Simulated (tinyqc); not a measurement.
Signal and retention of a DRAM cell: two steps of the calculation.

A stored one starts at Vd and leaks: Cs dV/dt = -I(V), I = a sqrt((V + Vb)/(Vd + Vb)) + b, with a = Ig exp[-(Eg1 q/kB)(1/T - 1/T0)] (generation in a depletion layer) and b = Is exp[-(Es q/kB)(1/T - 1/T0)]. The bit line is precharged to Vd/2, and charge sharing gives the signal (V - Vd/2) Cs/(Cs + Cb).

Values chosen for this exercise:
- Vd = 1.3 V (array voltage)
- Cs = 22 fF (cell capacitance)
- Cb = 70 fF (bit-line capacitance)
- dm = 59 mV (smallest signal that the sense amplifier resolves)
- sg = 0.51 (deviation of ln(retention time) over the cells)
- Nc = 1.07e9 (cells)
- tr = 64 ms (refresh interval)

Constants: q = 1.602176634e-19 C. Results are converted to the units shown.

Question 1. Signal and margin. The cell fails below Vc = Vd/2 + dm (Cs + Cb)/Cs.

Give: transfer ratio; signal of a fresh one; Vc; charge that may be lost; the same in electrons.

Answer 1.

transfer ratio = 0.2391
signal of a fresh one = 155.4 mV
Vc = 0.8967 V
charge that may be lost = 8.872 fC
the same in electrons = 5.537e4

Question 2. Failing cells. This time is the median of a log-normal spread: failing cells = Nc erfc(z/sqrt 2)/2, z = ln(t/tr)/sg. One failure is expected at the interval where that count equals 1.

retention time = 2.2157676 s

Wanted: z; failing cells; interval for one failure.

Answer 2.

z = 6.950
failing cells = 0.001955
interval for one failure = 103.4 ms

The weakest cell of the array lies about 6.01 deviations out, a factor of 21.4 below the median; the chosen interval is shorter than that time.

Range of the model: Real arrays also hold a tail of unusually leaky cells and cells whose retention varies in time, which this model lacks.

Program tinyqc, `OMP_NUM_THREADS=1 python tinyqc.py 2130133 2130134 out.jsonl`; Intel Xeon 2.30GHz, shared host, one thread, about 0.01 s.
